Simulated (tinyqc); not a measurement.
# Read current of a NAND string, cells in series solved by shooting: what changes with what

Cells in series, numbered from 0 at the source line (0 V) to the bit line, each followed by a gap resistance Rg. A cell with gate Vg, threshold VT, source Vs and drain Vd passes I = 2 nf K Vt^2 [F(Vs) - F(Vd)]/(1 + th max(Vg - VT, 0)), F(V) = ln^2(1 + exp((Vg - VT - nf V)/(2 nf Vt))). The selected cell has Vg = Vr, the others Vg = Vp.

Parameters, values chosen for the exercise; values of the order met in vertical NAND strings:
- T = 300 K (temperature)
- K = 9.2 uA/V^2 (gain factor of a cell)
- nf = 2.1 (slope factor)
- th = 0.09 1/V (mobility reduction factor)
- Rg = 2.3 kohm (resistance of the gap between cells)
- Vbl = 0.3 V (bit-line voltage)
- Vp = 7.3 V (pass voltage)
- Ve = -0.6 V (threshold of an erased cell)
- Vh = 3.1 V (threshold of the highest state)
- Vx = 2.1 V (threshold of the selected cell)
- Is = 20 nA (sensing current)
- Vr = 2.89 V (read voltage on the selected word line)

Constants: q = 1.602176634e-19 C, kB = 1.380649e-23 J/K, Vt = kB T/q. Results are converted to the units shown.

Each table varies one quantity; the others keep the values above.

## Read current against the number of cells

For a trial current I start at 0 V and, cell by cell, solve for the drain: sqrt(F(Vd)) = sqrt(F(Vs) - I/k), k = 2 nf K Vt^2/(1 + th max(Vg - VT, 0)), Vd = [Vg - VT - 2 nf Vt ln(exp(sqrt F) - 1)]/nf, then add I Rg. The string current is the I for which the last node reaches Vbl. The apparent threshold is the Vr at which I = Is. Background: all other cells erased (VT = Ve) or all in the highest state (VT = Vh); ratio and shift are high over erased and high minus erased. The selected cell is in the middle, cell n/2.

Result of one run:
columns A: n; B: I, others erased (uA); C: I, others high (uA); D: ratio; E: apparent VT, erased (V); F: apparent VT, high (V); G: background shift (mV)
```
A          B        C       D      E      F      G
128  0.08210  0.05521  0.6724  2.208  2.242  33.82
```

What becomes of these results when the number of cells n is changed from 128 to 192, all else the same?

Result of the changed run:
columns A: n; B: I, others erased (uA); C: I, others high (uA); D: ratio; E: apparent VT, erased (V); F: apparent VT, high (V); G: background shift (mV)
```
A          B        C       D      E      F      G
192  0.05586  0.03727  0.6672  2.243  2.295  52.00
```

The whole series:
columns A: n; B: I, others erased (uA); C: I, others high (uA); D: ratio; E: apparent VT, erased (V); F: apparent VT, high (V); G: background shift (mV)
```
A          B        C       D      E      F      G
8     0.6743   0.5531  0.8203  2.142  2.144  2.055
16    0.4575   0.3472  0.7588  2.146  2.151  4.117
32    0.2773   0.1981  0.7144  2.155  2.163  8.263
64    0.1548   0.1064  0.6874  2.173  2.189  16.64
96    0.1073  0.07269  0.6775  2.190  2.215  25.15
128  0.08210  0.05521  0.6724  2.208  2.242  33.82
192  0.05586  0.03727  0.6672  2.243  2.295  52.00
```

With erased neighbours the current falls from 0.674 to 0.0559 uA, as n^(-0.56) between the first two rows and n^(-0.95) between the last two (-1 once the series resistance rules). The ratio falls from 0.820 to 0.667 and the background shift rises from 2.05 to 52.0 mV.

## Effect of the pass voltage

Same model as above.

The string has 64 cells and the selected one is cell 32.

Effect of the pass voltage:
columns A: Vp (V); B: I, others erased (uA); C: I, others high (uA); D: ratio; E: apparent VT, erased (V); F: apparent VT, high (V); G: background shift (mV)
```
A         B        C       D      E      F      G
4.2  0.1164  0.03003  0.2581  2.185  2.303  118.6
4.7  0.1239  0.04628  0.3735  2.182  2.250  68.08
5.2  0.1308  0.06062  0.4633  2.180  2.226  46.41
5.7  0.1372  0.07341  0.5349  2.178  2.212  34.16
6.2  0.1432  0.08488  0.5929  2.176  2.202  26.38
6.7  0.1487  0.09523  0.6405  2.174  2.195  21.08
7.2  0.1538   0.1046  0.6802  2.173  2.190  17.28
```

What does the table show?

As Vp goes from 4.2 to 7.2 V, the current with erased neighbours rises from 0.116 to 0.154 uA, that with high neighbours rises from 0.0300 to 0.105 uA and the ratio rises from 0.258 to 0.680. The background shift falls from 119 to 17.3 mV. A higher pass voltage also disturbs erased cells more, which this model leaves out.

Program tinyqc, `OMP_NUM_THREADS=1 python tinyqc.py 2142026 2142027 out.jsonl`; Intel Xeon 2.30GHz, shared host, one thread, about 0.5 s.
